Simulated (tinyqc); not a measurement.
Donors with valley-orbit split 1s states: sweeps and comparisons. A value that a table varies takes the place of the one given here.

Each donor binds at most one electron, in any of its states. For a site s, W_s = sum over its states of g exp(E/kT), and the ionised share is 1/(1 + W_s exp(eta)), eta = (EF - Ec)/kT; n = Nc F_1/2(eta); neutrality n + NA = ND x (mean ionised share); holes are neglected. Nc from N = 2 (m kB T/(4 pi c))^(3/2) with c = hbar^2/2m0, in 1/angstrom^3; times 1e24 for 1/cm^3, m = md. F_j(eta) = (1/Gamma(j + 1)) integral_0^infinity x^j dx/(1 + exp(x - eta)), which tends to exp(eta) for eta << 0.

Mobility (Caughey-Thomas form): mu = mu0 + (mu1 (T/300)^(-ga) - mu0)/(1 + ((ND + NA)/Nr)^de); rho = 1/(e n mu), e = 1.602176634e-19 C.

Constants: hbar^2/2m0 = 3.80998211 eV angstrom^2; kB = 8.617333262e-05 eV/K.

Parameters, chosen for this exercise (near those of As in Si; the results hold for these values, not for the real material): md = 1.084 m0 (density-of-states mass of the conduction band); E = (54.6, 34, 31.4) meV (binding energies of 1s(A1), 1s(T2), 1s(E)); g = (2, 6, 4) (their degeneracies with spin); ND = 5.2e+17 1/cm^3 (donors); NA = 0 1/cm^3 (compensating acceptors, all ionised); T = 250 K; mu0 = 63 cm^2/(V s) (mobility at heavy doping); mu1 = 1384 cm^2/(V s) (mobility at light doping and 300 K); Nr = 9.9e+16 1/cm^3 (reference doping); de = 0.72 (doping exponent); ga = 2.3 (temperature exponent).

## What the excited states change

The last columns keep only the ground state of each site (g = 2).

Results:

| T (K) | effective degeneracy | eta | n (1/cm^3) | n, ground states only | ratio |
|---|---|---|---|---|---|
| 40 | 2.02 | -8.76 | 2.16e+14 | 2.18e+14 | 0.995 |
| 60 | 2.16 | -6.46 | 3.96e+15 | 4.11e+15 | 0.963 |
| 80 | 2.44 | -5.43 | 1.71e+16 | 1.88e+16 | 0.907 |
| 110 | 3.03 | -4.73 | 5.51e+16 | 6.69e+16 | 0.823 |
| 150 | 3.88 | -4.40 | 1.22e+17 | 1.62e+17 | 0.757 |
| 200 | 4.86 | -4.32 | 2.05e+17 | 2.79e+17 | 0.734 |
| 250 | 5.67 | -4.37 | 2.73e+17 | 3.64e+17 | 0.749 |
| 300 | 6.33 | -4.46 | 3.25e+17 | 4.18e+17 | 0.777 |
| 400 | 7.34 | -4.71 | 3.93e+17 | 4.70e+17 | 0.835 |
| 500 | 8.05 | -4.95 | 4.32e+17 | 4.92e+17 | 0.879 |

The effective degeneracy grows from 2.02 to 8.05. Excited states hold electrons back, so the ratio is never above 1; it is lowest, 0.734, at 200 K of those listed, and 0.777 at 300 K. At low T the excited states empty out, and at high T more donors are ionised (n is 83 % of ND - NA in the last row), so the effect is largest in between.

## Ionisation and resistivity against doping

NA = 0.

Results:

| ND (1/cm^3) | n (1/cm^3) | n/ND | mu (cm^2/(V s)) | rho (ohm cm) | rho at full ionisation |
|---|---|---|---|---|---|
| 1.0e+14 | 1.00e+14 | 1.000 | 2091 | 29.9 | 29.9 |
| 1.0e+15 | 9.97e+14 | 0.997 | 2033 | 3.08 | 3.07 |
| 1.0e+16 | 9.69e+15 | 0.969 | 1776 | 0.363 | 0.351 |
| 3.0e+16 | 2.75e+16 | 0.916 | 1498 | 0.152 | 0.139 |
| 1.0e+17 | 7.92e+16 | 0.792 | 1080 | 0.0730 | 0.0578 |
| 3.0e+17 | 1.85e+17 | 0.618 | 697 | 0.0483 | 0.0299 |
| 1.0e+18 | 4.18e+17 | 0.418 | 388 | 0.0385 | 0.0161 |
| 2.0e+18 | 6.38e+17 | 0.319 | 273 | 0.0358 | 0.0114 |

From 1e16 to 1e18 1/cm^3 rho falls by a factor 9.41, not 100: the mobility takes a factor 4.58 and incomplete ionisation 2.32. n/ND is below 0.9 from 1e+17 1/cm^3 on. From a few times 1e18 1/cm^3 on, depending on the dopant, the levels merge with the band, and already below that screening lowers the binding energy, so the last rows understate n.

## Compensation sets the slope of the freeze-out

NA = K ND. The slope energy is -d ln(n T^(-p))/d(1/kT) between 30 and 36 K, with p = 3/4 for K = 0 and p = 3/2 otherwise.

Results:

| K | n(30 K) (1/cm^3) | n(36 K) (1/cm^3) | slope energy (meV) |
|---|---|---|---|
| 0 | 1.25e+13 | 8.32e+13 | 27.27 |
| 0.0010 | 3.00e+11 | 1.30e+13 | 54.17 |
| 0.010 | 2.98e+10 | 1.32e+12 | 54.54 |
| 0.050 | 5.71e+09 | 2.53e+11 | 54.54 |
| 0.20 | 1.20e+09 | 5.32e+10 | 54.54 |
| 0.50 | 3.01e+08 | 1.33e+10 | 54.54 |

Without acceptors the slope is 27.27 meV, against half the ground-state energy, 27.30; with K = 0.05 it is 54.54 meV, against the full 54.6. The full energy (less a few meV where excited levels lie within a few kT) shows where n is far below NA, since the acceptors then hold EF near the donor level: n(36 K)/NA is 0.025 for K = 0.001 and 9.7e-06 for K = 0.05.

## What moves the carrier density

All results formed anew. Each row changes one parameter from the base and keeps the others.

Results:

| case | eta | n (1/cm^3) | rho (ohm cm) |
|---|---|---|---|
| base | -4.366 | 2.725e+17 | 0.04259 |
| E = (59.6, 34, 31.4) meV | -4.395 | 2.648e+17 | 0.04383 |
| md = 1.192 m0 | -4.463 | 2.851e+17 | 0.04071 |
| ND = 1.04e+18 1/cm^3 | -3.912 | 4.280e+17 | 0.03836 |
| NA = 5.2e+16 1/cm^3 | -4.502 | 2.380e+17 | 0.05109 |
| T = 280 K | -4.422 | 3.055e+17 | 0.04803 |
| Nr = 1.98e+17 1/cm^3 | -4.366 | 2.725e+17 | 0.03084 |

The largest shifts from the base row, up to three for each result and ties (the steps differ in size, so this ranks the rows, not the parameters). eta: ND +0.454, NA -0.136, md -0.098; unchanged at the printed digits by Nr. n (1/cm^3): ND +1.55e+17, NA -3.45e+16, T +3.29e+16; unchanged at the printed digits by Nr. rho (ohm cm): Nr -0.0118, NA +0.00850, T +0.00544.

Run: tinyqc, `OMP_NUM_THREADS=1 python tinyqc.py 1680889 1680890 out.jsonl`; Intel(R) Xeon(R) Processor @ 2.30GHz, one thread, shared host; about 0.01 s of CPU time with all checks.
